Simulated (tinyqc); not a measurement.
# Worked calculation: rectangular fin or nanosheet with a gate all round, subbands and threshold shift from confinement

tinyqc, about 0.09 s, one thread, Intel Xeon 2.30GHz (shared host): `OMP_NUM_THREADS=1 python tinyqc.py 2350060 2350061 out.jsonl` Printed values are rounded.

Undoped body with a flat potential across it, hard walls, transport along x. One isotropic valley (g = 1, mx = my = mz = me). Non-parabolicity enters the subband edges through E (1 + al E) = gamma, so E = 2 gamma/(1 + sqrt(1 + 4 al gamma)); motion within a subband is taken as parabolic with the band-edge mass. Energies are counted from the bulk band edge.

Inputs (values chosen for the exercise); masses close to those of In0.53Ga0.47As: temperature T = 300 K; mass at the band edge me = 0.0418 m0; non-parabolicity al = 1.3 1/eV; width (along y) t = 8.8 nm; widening of the box by penetration into the insulator dl = 0.2 nm; height (along z) H = 17.6 nm.

Constants: q = 1.602176634e-19 C, kB = 1.380649e-23 J/K, hbar = 1.054571817e-34 J s, m0 = 9.1093837015e-31 kg, Vt = kB T/q, hbar^2/(2 m0) = 0.0380998212 eV nm^2. Results are converted to the units shown.

Range of the model: Non-parabolicity also makes carriers heavier within each subband, which is left out, so densities of states are understated at high energy.

## Lowest subbands

gamma = C pi^2 [a^2/(my (t + dl)^2) + b^2/(mz (H + dl)^2)], C = hbar^2/(2 m0). List the 6 lowest, labelled by quantum numbers, with degeneracy g and N_k: N_k = g sqrt(2 mx m0 kB T/(pi hbar^2)).

```
subband  E_k (eV)  g  N_k (cm^-1)
1,1      0.120559  1    9.50165e5
1,2      0.181708  1    9.50165e5
1,3      0.271071  1    9.50165e5
2,1      0.330574  1    9.50165e5
2,2      0.375001  1    9.50165e5
1,4      0.378804  1    9.50165e5
```

## Threshold shift

Each subband has N_k = g sqrt(2 mx m0 kB T/(pi hbar^2)); without degeneracy n = exp(EF/Vt) sum N_k exp(-E_k/Vt). Classical value Nc times t H, Nc = sum over valleys of 2 g (m m0 kB T/(2 pi hbar^2))^1.5 with m = (mx my mz)^(1/3). Threshold shift dVT = Vt ln(classical value/sum N_k exp(-E_k/Vt)). Use the subbands listed.

shares, subband 1,1 to 1,4 (%): 91.1351  8.5589  0.2699  0.0270  0.0048  0.0042
sum N_k exp(-E_k/Vt) = 9835.88 cm^-1
Nc = 2.14455e17 cm^-3
classical value = 3.32148e5 cm^-1
dVT = 90.9873 mV

With all subbands dVT = 90.99 mV. The lowest edge lies at 121 meV; dVT is smaller than that, since sum N_k exp(-(E_k - E_1)/Vt) exceeds the classical value.
